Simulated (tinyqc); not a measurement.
# Elastic trap-assisted tunnelling through a dielectric: effects of single changes

Emitter at x = 0 (Fermi level 0), collector at x = t (Fermi level -V), band edge U(x) = phi - F x, F = V/t. A trap at x has the energy E = U(x) - Et. With G(u) = (4/(3 F)) sqrt(mo/C) max(u, 0)^1.5, C = hbar^2/(2 m0): S1 = G(phi - E) - G(Et), S2 = G(Et) - G(phi - V - E), T1,2 = exp(-S1,2). The steady rate through one trap is nu T1 T2 (f1 - f2)/(T1 + T2), f1 = f(E), f2 = f(E + V), f(y) = 1/(1 + exp(y/Vt)); both contacts offer states at E.

Parameters, values chosen for the exercise; dielectric values close to those of silicon dioxide: temperature T = 300 K; barrier above the emitter Fermi level phi = 3.05 eV; tunnelling mass mo = 0.48 m0; thickness t = 7.2 nm; trap depth below the band edge of the dielectric Et = 2.89 eV; trap density Nt = 1.1e17 cm^-3; attempt frequency nu = 1e13 1/s; voltage V = 1.64 V.

Constants: q = 1.602176634e-19 C, kB = 1.380649e-23 J/K, hbar = 1.054571817e-34 J s, m0 = 9.1093837015e-31 kg, Vt = kB T/q, hbar^2/(2 m0) = 0.0380998212 eV nm^2. Results are converted to the units shown.

Each table varies one quantity; the others keep the values above.

## Current against voltage

J = q Nt times the integral of the rate over x. Direct S = (4/(3 F)) sqrt(mo/C) [phi^1.5 - max(phi - V, 0)^1.5].

Current against voltage:

| V (V) | J (A/cm^2) | x of the peak over t | larger S there | direct S |
|---|---|---|---|---|
| 0.3 | 1.22e-16 | 0.494 | 43.5 | 87.0 |
| 0.94 | 3.83e-16 | 0.479 | 43.3 | 82.0 |
| 1.59 | 5.74e-16 | 0.463 | 43.0 | 76.3 |
| 2.23 | 1.08e-15 | 0.447 | 42.5 | 70.0 |
| 2.88 | 2.80e-15 | 0.429 | 41.7 | 62.2 |
| 3.52 | 1.11e-14 | 0.409 | 40.5 | 51.6 |
| 4.17 | 2.21e-13 | 0.382 | 38.7 | 43.5 |
| 4.81 | 3.11e-11 | 0.150 | 34.8 | 37.7 |
| 5.46 | 1.73e-9 | 0.124 | 30.7 | 33.2 |
| 6.1 | 3.85e-8 | 0.105 | 27.4 | 29.8 |

J rises from 1.22e-16 to 3.85e-8 A/cm^2, by 0.774 decades a volt between the first two rows and 2.11 between the last two. The position of the peak falls from 0.494 to 0.105 of t; only traps beyond x/t = (phi - Et)/V lie below the emitter Fermi level, with phi - Et = 0.160 eV. It jumps from 0.382 to 0.150 between V = 4.17 and 4.81 V.

## Effect of the trap depth

Same model as above.

The same in every row: direct S = 75.9.

Effect of the trap depth:

| Et (eV) | J (A/cm^2) | x of the peak over t | larger S there |
|---|---|---|---|
| 1.37 | 1.63e-25 | 0.437 | 29.3 |
| 1.62 | 2.15e-22 | 0.448 | 32.2 |
| 1.87 | 3.35e-19 | 0.456 | 34.8 |
| 2.12 | 5.60e-16 | 0.461 | 37.2 |
| 2.36 | 4.49e-14 | 0.454 | 38.5 |
| 2.61 | 6.12e-15 | 0.458 | 40.7 |
| 2.86 | 7.61e-16 | 0.462 | 42.7 |
| 3.11 | 1.06e-16 | 0.465 | 44.7 |
| 3.35 | 1.73e-17 | 0.468 | 46.4 |

What does the comparison show?

J goes from 1.63e-25 through a maximum of 4.49e-14 (at Et = 2.36 eV among the rows listed) to 1.73e-17 A/cm^2. Shallow traps near the emitter lie above its Fermi level and stay empty, while deep traps face higher barriers, so a middle depth conducts best.

Range of the model: Phonon-assisted (inelastic) capture, chains of traps and a spread of trap depths are left out.

Computed by the program tinyqc: `OMP_NUM_THREADS=1 python tinyqc.py 2370031 2370032 out.jsonl`, one thread of a shared Intel Xeon 2.30GHz, about 0.04 s for the whole run.
